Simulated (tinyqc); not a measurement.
Inversion layer as a triangular well, valleys of the Si type, step by step. Values are carried at full precision from step to step, so a last printed digit may differ when a step is redone from the rounded ones.

Six ellipsoidal valleys with their long axes along the cube axes, mass ml along the axis and mt across it. For a valley whose axis makes the angle theta with the surface normal, 1/m_z = cos^2(theta)/ml + sin^2(theta)/mt sets the confinement; in the plane the masses are m_1 = mt and m_2 = ml mt/m_z, and m_d = sqrt(m_1 m_2).

Constants: e^2/(4 pi eps0) = 14.39964547 eV angstrom; hbar^2/2m0 = 3.80998211 eV angstrom^2; kB = 8.617333262e-05 eV/K.

Inputs chosen for the exercise (near those of Si; the results hold for these values, not for the real material):
- ml = 0.899 m0 (longitudinal mass)
- mt = 0.19 m0 (transverse mass)
- face = 100 (surface)
- eps = 11.5 (dielectric constant)
- Ns = 8.4 x 1e12/cm^2 (electron sheet density)
- Nd = 0.61 x 1e12/cm^2 (depletion charge)
- eta = 0.75 (share of Ns in the effective field)
- T = 400 K (temperature)
- tox = 28 angstrom (SiO2-equivalent oxide thickness)

## Valley masses on the (100) face

Group the valleys by their angle to the normal, heaviest m_z first.

Valleys (masses in m0):

| valleys g | cos^2(theta) | m_z | m_1 | m_2 | m_d |
|---|---|---|---|---|---|
| 2 | 1.0000 | 0.8990 | 0.1900 | 0.1900 | 0.1900 |
| 4 | 0.0000 | 0.1900 | 0.1900 | 0.8990 | 0.4133 |

The 2 valleys with the heaviest m_z will give the lowest ladder of subbands.

## Effective field

The field is taken as constant, e F = 4 pi (e^2/4 pi eps0)(Nd + eta Ns)/eps, with 1e12/cm^2 = 1e-4/angstrom^2, and the oxide as a hard wall at z = 0; c = hbar^2/2m0.

Find e F, and F in MV/cm (1 MV/cm = 0.01 V/angstrom).

e F = 0.0108728 eV/angstrom
F = 1.0873 MV/cm

## Subband ladders

Level j of a valley lies at E_j = a_j (c (e F)^2/m_z)^(1/3) above the band edge at the surface, with the Airy zeros a_j = 2.338107, 4.087949, 5.520560, 6.786708, 7.944134, 9.022651, 10.040174, 11.008524, 11.936016, 12.828777, and has <z> = 2 E_j/(3 e F).

The ten lowest levels of all groups of valleys together, j = 0, 1, ..., c = hbar^2/2m0; primes mark the groups with lighter m_z.

Subbands:

| label | valleys g | m_d (m0) | E (eV) | <z> (angstrom) |
|---|---|---|---|---|
| 0 | 2 | 0.1900 | 0.1857 | 11.39 |
| 0' | 4 | 0.4133 | 0.3118 | 19.12 |
| 1 | 2 | 0.1900 | 0.3247 | 19.91 |
| 2 | 2 | 0.1900 | 0.4385 | 26.88 |
| 3 | 2 | 0.1900 | 0.5390 | 33.05 |
| 1' | 4 | 0.4133 | 0.5451 | 33.42 |
| 4 | 2 | 0.1900 | 0.6310 | 38.69 |
| 5 | 2 | 0.1900 | 0.7166 | 43.94 |
| 2' | 4 | 0.4133 | 0.7361 | 45.13 |
| 6 | 2 | 0.1900 | 0.7974 | 48.89 |

The second subband is 0', 126.1 meV above the first. Levels above about 0.5 eV lie beyond parabolic valleys.

## Fermi level and populations

Subband i holds n_i = g m_d/(2 pi c) kB T ln(1 + exp((EF - E_i)/kB T)) (spin included), and EF is fixed by sum n_i = Ns over the levels listed or, where none are listed, over j = 0 to 9 of each group; 1e12/cm^2 = 1e-4/angstrom^2.

Solve for EF; c = hbar^2/2m0. The mean distance is sum n_i <z>_i/Ns.

EF = 0.2161 eV

Populations:

| label | (EF - E)/kB T | n (1e12/cm^2) | share (%) |
|---|---|---|---|
| 0 | 0.88 | 6.720 | 80.0 |
| 0' | -2.78 | 1.439 | 17.1 |
| 1 | -3.15 | 0.230 | 2.7 |
| 2 | -6.45 | 0.009 | 0.1 |
| 3 | -9.37 | 0.000 | 0.0 |
| 1' | -9.54 | 0.002 | 0.0 |
| 4 | -12.04 | 0.000 | 0.0 |
| 5 | -14.52 | 0.000 | 0.0 |
| 2' | -15.09 | 0.000 | 0.0 |
| 6 | -16.87 | 0.000 | 0.0 |

mean distance from the surface = 12.97 angstrom

The lowest subband holds 80.0 % of the electrons and is partly degenerate (EF within a few kB T of its edge).

## Effect on the gate capacitance

The charge sits at the mean distance <z> from the surface, which adds (3.9/eps) <z> to the oxide thickness; C/Cox = tox/(tox + 3.9 <z>/eps). The density-of-states term is left out.

added thickness = 4.40 angstrom
C/Cox = 0.864

## Checks

- Lowest level by finite differences against the Airy formula, eV: both 0.1857.

(tinyqc, `OMP_NUM_THREADS=1 python tinyqc.py 1251920 1251921 out.jsonl`, Intel(R) Xeon(R) Processor @ 2.30GHz, 1 thread, shared host, about 0.03 s.)
